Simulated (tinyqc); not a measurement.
Worked calculation: shallow donor in an anisotropic valley (effective-mass theory). Values are carried at full precision from step to step, so a last printed digit may differ when a step is redone from the rounded ones.

Constants: Ry = 13.60569312 eV; a0 (Bohr radius) = 0.5291772105 angstrom; hbar^2/2m0 = 3.80998211 eV angstrom^2; e^2/(4 pi eps0) = 14.39964547 eV angstrom.

Values chosen for the exercise (near those of Ge; shifted at random, so the results belong to these values and not to a real crystal):
```
symbol  value  unit      meaning
ml      1.63   m0        longitudinal mass
mt      0.081  m0        transverse mass
eps     15.3             dielectric constant
a       72.9   angstrom  trial radius across the axis
b       17     angstrom  trial radius along the axis
```

## Hydrogen-like estimates

Ry* = Ry m/eps^2 and a* = a0 eps/m for four choices of one mass: mt, the conductivity mass 3/(1/ml + 2/mt), the density-of-states mass (ml mt^2)^(1/3), and ml.

Estimates:
```
mass               m (m0)  Ry* (meV)  a* (angstrom)
mt                 0.0810       4.71          99.96
conductivity       0.1186       6.89          68.29
density of states  0.2203      12.81          36.75
ml                 1.6300      94.74           4.97
```

## Energy of one trial function

One valley: H = -c [(d2/dx2 + d2/dy2)/mt + (d2/dz2)/ml] - q/(eps r), c = hbar^2/2m0, q = e^2/(4 pi eps0). Trial function exp(-sqrt((x^2 + y^2)/a^2 + z^2/b^2)) with a > b: T = (c/3)(2/(mt a^2) + 1/(ml b^2)), V = -(q/eps) atan(u/b)/u, u = sqrt(a^2 - b^2). The central cell of the impurity is left out.

Evaluate T, V and E. Scaling both radii by f changes T to T/f^2 and V to V/f, so the best factor is f = -2T/V, with energy -V^2/(4T).

T = 8.597 meV
V = -17.730 meV
E = -9.133 meV
best scale factor = 0.9697
energy after scaling = -9.141 meV

The virial ratio -V/T is 2.062; it is 2 at the best scale. Scaling gains 0.008 meV.

## Scan over the shape

For each ratio b/a = 0.2, 0.3, ..., 0.9 the best scale follows from a = -2 T1/V1, with T1 and V1 taken at a = 1 angstrom.

Scan:
```
b/a  a (angstrom)  b (angstrom)  E (meV)
0.2         77.29         15.46   -8.509
0.3         64.07         19.22   -9.748
0.4         60.86         24.35   -9.780
0.5         60.59         30.29   -9.392
0.6         61.46         36.87   -8.875
0.7         62.86         44.00   -8.337
0.8         64.54         51.64   -7.819
0.9         66.38         59.74   -7.336
```

The best listed ratio is 0.4; (mt/ml)^(1/2) = 0.22 and (mt/ml)^(1/3) = 0.37 are common guesses.

## The minimum

Minimise over a and b. The Mott estimate n_c = (0.25/a_m)^3 uses a_m = (a^2 b)^(1/3); 1/angstrom^3 = 1e24/cm^3.

a = 61.88 angstrom
b = 21.67 angstrom
E = -9.848 meV
a_m = 43.62 angstrom
n_c = 0.188 x 1e18/cm^3

b/a = 0.350. The binding energy is 2.092 times Ry*(mt). The central cell of a real donor shrinks the orbit and raises n_c.

## Checks

- Energy from 21 anisotropic Gaussians against the two-parameter function, meV: -9.91 against -9.85.

Run: tinyqc, `OMP_NUM_THREADS=1 python tinyqc.py 1252047 1252048 out.jsonl`; Intel(R) Xeon(R) Processor @ 2.30GHz, one thread, shared host; about 0.01 s of CPU time with all checks.
